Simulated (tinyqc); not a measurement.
Born-Mayer model of an ionic crystal AB: one step, computed by the program tinyqc.

Energies are per ion pair and r is the nearest distance of unlike ions.

Question. Terms of the lattice energy. Madelung constant M, unlike neighbours z1, like neighbours z2 at f r, volume per pair: rock salt 1.747565, 6, 12, sqrt2, 2 r^3; caesium chloride 1.762675, 8, 6, 2/sqrt3, 8 r^3/(3 sqrt3); zinc blende 1.638055, 4, 12, sqrt(8/3), 16 r^3/(3 sqrt3). U(r) = -M z^2 e^2/(4 pi eps_0 r) + z1 lambda exp(-r/rho).

Inputs (values chosen for the exercise, for a model salt): ionic charge z = 1; unlike repulsion lambda = 1370 eV; range rho = 0.347 angstrom.

Structure: caesium chloride. Short range: nearest neighbours only.

equilibrium distance r0 = 3.301828 angstrom

Constants: e^2/(4 pi eps_0) = 14.39964548 eV angstrom.

Give: terms; lattice energy U.

Answer.

terms (eV): Coulomb -7.687, unlike repulsion 0.808

lattice energy U = -6.879 eV per pair

The short-range terms together cancel 10.5 % of the Coulomb energy, which is rho/r0 = 0.1051: U = -(M z^2 e^2/(4 pi eps_0 r0))(1 - rho/r0).
